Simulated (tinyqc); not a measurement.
Capacitance of parallel on-chip lines from Laplace's equation on a mesh: two steps of the calculation.

Cross-section of an endless row of equal lines between two grounded planes; neighbours are driven in antiphase (+1 V and -1 V), so the plane midway between two lines is at 0 V. By symmetry one quarter is solved: x runs from the centre of a line (column 0, mirror) to that midplane (column 5, 0 V), y from the mid-height of the line (row 0, mirror) to the ground plane (row 5, 0 V). The line fills columns 0 to 2 and rows 0 to 2 at 1 V. Cells beside the line (below row 2) have e2, cells above have e1. Each link between nodes has the conductance g = mean permittivity of the two cells beside it (a cell beyond a mirror counts as 0), and the free nodes obey sum g (V_neighbour - V) = 0.

Values chosen for this exercise: relative permittivity above and below the lines e1 = 4.2; relative permittivity between the lines e2 = 2.7; over-relaxation factor om = 1.4.

Problem 1. Link conductances. gx[j, i] joins node (row j, column i) to column i + 1, gy[j, i] to row j + 1.

Give: gx; gy.

Solution 1.

gx:
```
	col 0	col 1	col 2	col 3	col 4
row 0	1.3500	1.3500	1.3500	1.3500	1.3500
row 1	2.7000	2.7000	2.7000	2.7000	2.7000
row 2	3.4500	3.4500	3.4500	3.4500	3.4500
row 3	4.2000	4.2000	4.2000	4.2000	4.2000
row 4	4.2000	4.2000	4.2000	4.2000	4.2000
row 5	2.1000	2.1000	2.1000	2.1000	2.1000
```

gy:
```
	col 0	col 1	col 2	col 3	col 4	col 5
row 0	1.3500	2.7000	2.7000	2.7000	2.7000	1.3500
row 1	1.3500	2.7000	2.7000	2.7000	2.7000	1.3500
row 2	2.1000	4.2000	4.2000	4.2000	4.2000	2.1000
row 3	2.1000	4.2000	4.2000	4.2000	4.2000	2.1000
row 4	2.1000	4.2000	4.2000	4.2000	4.2000	2.1000
```

Problem 2. Relaxation sweep. One sweep visits the free nodes row by row from row 0, left to right, and replaces V by V + om (weighted mean of the neighbours - V), using new values at once.

V at the start (V):
```
	col 0	col 1	col 2	col 3	col 4	col 5
row 0	1	1	1	0	0	0
row 1	1	1	1	0	0	0
row 2	1	1	1	0	0	0
row 3	0	0	0	0	0	0
row 4	0	0	0	0	0	0
row 5	0	0	0	0	0	0
```

gx:
```
	col 0	col 1	col 2	col 3	col 4
row 0	1.35	1.35	1.35	1.35	1.35
row 1	2.7	2.7	2.7	2.7	2.7
row 2	3.45	3.45	3.45	3.45	3.45
row 3	4.2	4.2	4.2	4.2	4.2
row 4	4.2	4.2	4.2	4.2	4.2
row 5	2.1	2.1	2.1	2.1	2.1
```

gy:
```
	col 0	col 1	col 2	col 3	col 4	col 5
row 0	1.35	2.7	2.7	2.7	2.7	1.35
row 1	1.35	2.7	2.7	2.7	2.7	1.35
row 2	2.1	4.2	4.2	4.2	4.2	2.1
row 3	2.1	4.2	4.2	4.2	4.2	2.1
row 4	2.1	4.2	4.2	4.2	4.2	2.1
```

Find: V after sweep 1.

Solution 2.

V after sweep 1 (V):
```
	col 0	col 1	col 2	col 3	col 4	col 5
row 0	1.0000	1.0000	1.0000	0.3500	0.1225	0.0000
row 1	1.0000	1.0000	1.0000	0.4725	0.2082	0.0000
row 2	1.0000	1.0000	1.0000	0.4794	0.2248	0.0000
row 3	0.3500	0.4725	0.5154	0.3482	0.2006	0.0000
row 4	0.1225	0.2082	0.2533	0.2105	0.1439	0.0000
row 5	0.0000	0.0000	0.0000	0.0000	0.0000	0.0000
```

tinyqc, about 1 s, one thread, Intel Xeon 2.30GHz (shared host): `OMP_NUM_THREADS=1 python tinyqc.py 2790148 2790149 out.jsonl`
